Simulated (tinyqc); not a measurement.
Ion implantation: universal nuclear stopping, Lindhard-Scharff electronic stopping and a Gaussian range profile. From projected range R_p back to ion energy E. Computed by tinyqc, a small Python program. Command: `OMP_NUM_THREADS=1 python tinyqc.py 3014320 3014321 out.jsonl implant inv`. One thread of a shared host (Intel(R) Xeon(R) Processor @ 2.30GHz), about 0.3 s of CPU time with the checks.

An ion slows by elastic collisions with screened nuclei and by friction with electrons; channelling is ignored and the target is uniform.

Inputs (values chosen for the exercise, modelled on silicon ions in germanium):

| quantity | value | unit |
|---|---|---|
| ion atomic number Z1 | 14 | - |
| ion mass M1 | 28 | u |
| target atomic number Z2 | 32 | - |
| target mass M2 | 72.63 | u |
| target density N | 44.2 | 1/nm^3 |
| scale factor of electronic stopping k | 0.96 | - |

Method:
- Reduced energy eps = 32.53 M2 E/(Z1 Z2 (M1 + M2)(Z1^0.23 + Z2^0.23)), E in keV; s_n = ln(1 + 1.1383 eps)/(2 (eps + 0.01321 eps^0.21226 + 0.19593 eps^0.5)) for eps up to 30 and ln(eps)/(2 eps) above; S_n = 8.462 Z1 Z2 M1 s_n/((M1 + M2)(Z1^0.23 + Z2^0.23)) in 1e-15 eV cm^2.
- S_e = k 3.83 Z1^(7/6) Z2/(Z1^(2/3) + Z2^(2/3))^(3/2) sqrt(E/M1) in 1e-15 eV cm^2, E in keV.
- Path length R = int_0^E dE'/(N (S_n + S_e)); energy lost to nuclei nu = int_0^E S_n/(S_n + S_e) dE' (both with E' = E y^3 and 64 Gauss-Legendre points in y).
- Estimates of Lindhard type: R_p = R/(1 + M2/(3 M1)), straggle dR_p = (2/3) R_p sqrt(M1 M2)/(M1 + M2).

Problem. A run gave the result below. Find the ion energy E, known to lie between 88 and 200 keV.

projected range R_p = 98.0077 nm

Solution.

Each step takes the trial c = (a f_b - b f_a)/(f_b - f_a), f being the result less the target and a, b, c the logarithms of the listed values; c replaces end b, the old b replaces a if the sign of f changed, and otherwise f_a is halved.

Scan of the range:

| ion energy E (keV) | projected range R_p (nm) |
|---|---|
| 88 | 85.280 |
| 101 | 95.640 |
| 116 | 107.400 |
| 133 | 120.500 |
| 152 | 134.876 |
| 174 | 151.199 |
| 200 | 170.070 |

False position (Illinois rule, in the logarithm of the input) inside the bracket:

| step | end a | end b | trial | projected range R_p (nm) |
|---|---|---|---|---|
| 1 | 101.000 | 116.000 | 103.856 | 97.8940 |
| 2 | 116.000 | 103.856 | 103.993 | 98.0023 |
| 3 | 116.000 | 103.993 | 104.006 | 98.0126 |
| 4 | 103.993 | 104.006 | 104.000 | 98.0077 |
| 5 | 104.006 | 104.000 | 104.000 | 98.0077 |

Projected range R_p rises at every point of a 13-point scan of the range (every second point is shown), so one value fits; it is bracketed by 101 and 116. Answer: ion energy E = 104.0 keV.
